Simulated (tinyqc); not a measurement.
MESFET, gradual channel with velocity saturation: effect of the donor density of the channel on saturation.

A uniformly doped n-type channel, depleted from the top by a Schottky gate; at channel potential V the depleted share of a is u = sqrt((Vbi - Vg + V)/Vp), s at the source. Electrons drift with v = mu E/(1 + mu E/vsat). Abrupt depletion edge, no series resistance, source at 0.

Vbi = phiB - Vt ln(Nc/Nd); Vp = q Nd a^2/(2 eps0 eps_r); G0 = q mu Nd a W/L; Z = mu Vp/(vsat L); s = sqrt((Vbi - Vg)/Vp). I = (G0 Vp/3) F/(1 + Z (u^2 - s^2)), F = 3 (u^2 - s^2) - 2 (u^3 - s^3), with u at V = Vd; Z = 0 gives constant mobility, for which u stops at 1. The current peaks at u = um, the root of (1 - u)(1 + Z (u^2 - s^2)) = Z F/3; beyond Vdsat = Vp (um^2 - s^2) it is held at that value. gm = G0 (um - s)/(1 + Z (um^2 - s^2)).

Values chosen for this exercise; material values those of a made-up semiconductor: temperature T = 300 K; relative permittivity of the semiconductor eps_r = 11.4; conduction-band density of states at T Nc = 2.55e18 cm^-3; channel thickness a = 320 nm; low-field mobility at this doping mu = 600 cm^2/(V s); saturation velocity vsat = 4.4e7 cm/s; gate length L = 5 um; gate width W = 300 um; Schottky barrier phiB = 1.22 V; gate voltage Vg = 0 V.

Constants: q = 1.602176634e-19 C, kB = 1.380649e-23 J/K, Vt = kB T/q, eps0 = 8.8541878128e-14 F/cm where lengths are in cm. Results are converted to the units shown.

Results:
```
Nd (cm^-3)	Z	um	Vdsat (V)	Isat (mA)	Isat for Z = 0 (mA)	gm (mS)
2.8e16	0.06206	0.9956	1.152	0.8383	0.8649	1.499
3.8e16	0.08422	0.9906	1.919	2.415	2.543	2.604
5.1e16	0.1130	0.9836	2.891	5.664	6.121	4.049
6.9e16	0.1529	0.9737	4.190	12.29	13.74	6.005
1.2e17	0.2660	0.9471	7.606	42.99	52.49	11.10
1.7e17	0.3768	0.9239	10.64	87.56	115.4	15.45
```

Estimate the missing row, Nd = 9.2e16 cm^-3.

Computed row:
```
Nd (cm^-3)	Z	um	Vdsat (V)	Isat (mA)	Isat for Z = 0 (mA)	gm (mS)
9.2e16	0.2039	0.9613	5.775	24.08	28.06	8.389
```

With this row back in the table: As Nd goes from 2.8e16 to 1.7e17 cm^-3, Vdsat rises from 1.15 to 10.6 V, Isat rises from 0.838 to 87.6 mA and gm rises from 1.50 to 15.5 mS. Isat is 0.969 of the constant-mobility value in the first row and 0.759 in the last.

tinyqc, about 0.04 s, one thread, Intel Xeon 2.30GHz (shared host): `OMP_NUM_THREADS=1 python tinyqc.py 2500024 2500025 out.jsonl`
